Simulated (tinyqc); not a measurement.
# Resistance of a source-drain extension with a graded tip: effects of single changes

y runs along the channel, the gate covers y > 0. The doping is N0 for y < y0 and N0 10^(-(y - y0)/la) beyond, uniform over the depth xj. Sheet conductance s(y) = q mu(N) max(N - Nch, 0) xj + (for y > 0) ma Cox Vo, with mu(N) = u0 + (u1 - u0)/(1 + (N/Nr)^au) and Cox = eps0 eox/tox. Current is taken as one-dimensional; depletion of the tip, spreading and the contact are left out. The metallurgical junction lies at yj, where N = Nch.

Values chosen for this exercise; mobility law close to that of holes in silicon: relative permittivity of the gate insulator (close to silicon dioxide) eox = 3.9; insulator thickness tox = 2.3 nm; active doping of the extension far from the gate N0 = 2.2e20 cm^-3; lateral abruptness la = 1.7 nm/decade; position under the gate where the fall begins (gate edge at 0) y0 = -0.2 nm; depth of the extension xj = 11 nm; channel doping Nch = 2.5e18 cm^-3; spacer length Ls = 18 nm; gate overdrive Vo = 0.75 V; mobility of the gate-induced layer ma = 72 cm^2/(V s); mobility at low doping u1 = 470.5 cm^2/(V s); mobility at high doping u0 = 44.9 cm^2/(V s); reference doping Nr = 2.23e17 cm^-3; exponent au = 0.719; gate length Lg = 30 nm.

Constants: q = 1.602176634e-19 C, eps0 = 8.8541878128e-14 F/cm where lengths are in cm. Results are converted to the units shown.

Each table varies one quantity; the others keep the values above.

## Abruptness at a fixed junction position

R_spacer = integral of dy/s from -Ls to 0, R_ov from 0 to yj, R_channel = (Lg - 2 yj)/(ma Cox Vo), R_total = 2 R_spacer + 2 R_ov + R_channel. Electrical length L_eff = ma Cox dR_total/d(1/Vo); R_series = R_total - L_eff/(ma Cox Vo). y0 is moved with la so that yj stays at 3.1056 nm.

The same in every row: yj (nm) = 3.106; R_channel (ohm um) = 293.4.

Abruptness at a fixed junction position:
```
la (nm/decade),R_spacer (ohm um),R_ov (ohm um),R_total (ohm um),L_eff (nm),R_series (ohm um)
1,9.809,8.974,331.0,24.55,28.22
2.1,10.21,16.71,347.3,25.36,34.46
3.3,14.58,22.19,367.0,26.13,44.71
4.4,22.26,25.23,388.4,26.66,59.55
5.6,33.69,27.44,415.7,27.11,81.36
6.7,46.38,28.89,443.9,27.42,105.7
7.9,62.18,30.07,477.9,27.69,136.3
9,78.19,30.92,511.6,27.90,167.5
```

What does the comparison show, and why?

As la goes from 1 to 9 nm/decade, R_total rises from 331 to 512 ohm um, R_spacer rises from 9.81 to 78.2 ohm um and R_ov rises from 8.97 to 30.9 ohm um. R_total changes on average by 22.6 ohm um for each nm/decade. L_eff exceeds the metallurgical length by 0.757 nm in the first row and 4.11 nm in the last, since the gate also controls the lightly doped tips.

## Effect of the depth of the extension

Same model as above.

The same in every row: yj (nm) = 3.106; R_channel (ohm um) = 293.4.

Effect of the depth of the extension:
```
xj (nm),R_spacer (ohm um),R_ov (ohm um),R_total (ohm um),L_eff (nm),R_series (ohm um)
4,27.02,20.82,389.1,26.05,67.75
5.6,19.30,18.52,369.1,25.69,52.17
7.7,14.03,16.39,354.3,25.38,41.23
11,9.824,14.11,341.3,25.07,32.08
15,7.205,12.24,332.3,24.83,26.02
21,5.146,10.37,324.5,24.61,20.87
29,3.727,8.752,318.4,24.44,16.95
40,2.702,7.313,313.5,24.29,13.80
```

As xj goes from 4 to 40, R_total falls from 389 to 313 ohm um, L_eff falls from 26.1 to 24.3 nm and R_series falls from 67.7 to 13.8 ohm um.

Program tinyqc, `OMP_NUM_THREADS=1 python tinyqc.py 2282227 2282228 out.jsonl`; Intel Xeon 2.30GHz, shared host, one thread, about 0.04 s.
